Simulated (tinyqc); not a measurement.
From results back to parameters: two-dimensional electron gas with Rashba and Dresselhaus coupling. Three cases, with inputs chosen for the exercise.

Problem. For pure Rashba coupling above the band crossing, k_outer - k_inner = al m/c with c = hbar^2/2m0, and each branch holds k^2/(4 pi) electrons per area. Beating of Shubnikov-de Haas oscillations gives the two densities; those below come from a hidden al (1e11/cm^2 = 1e-5/angstrom^2).

Constants: hbar^2/2m0 = 3.80998211 eV angstrom^2.

Case 1.

Values chosen (out of a larger set: of the size met in InAs; not measured data): m = 0.028 m0 (mass).

densities (1e11/cm^2): outer 2.600890, inner 2.099110

Case 2.

Values chosen (out of a larger set: of the size met in InAs; not measured data): m = 0.0281 m0 (mass).

densities (1e11/cm^2): outer 3.942225, inner 3.057775

Case 3.

Values chosen (out of a larger set: of the size met in InGaAs; not measured data): m = 0.0433 m0 (mass).

densities (1e11/cm^2): outer 2.910045, inner 2.289955

Find: k_outer, k_inner; al.

Solution. k = sqrt(4 pi n) for each branch, and al = c (k_outer - k_inner)/m.

Case 1.

k_outer, k_inner (1/angstrom): 0.01808  0.01624

al = 0.250 eV angstrom

Case 2.

k_outer, k_inner (1/angstrom): 0.02226  0.01960

al = 0.360 eV angstrom

Case 3.

k_outer, k_inner (1/angstrom): 0.01912  0.01696

al = 0.190 eV angstrom

Computed by tinyqc, one run a case: `OMP_NUM_THREADS=1 python tinyqc.py N N+1 out.jsonl` with N = 1452768, 1452784, 1452803; one thread of a shared Intel(R) Xeon(R) Processor @ 2.30GHz, about 0.01 s a run at most.
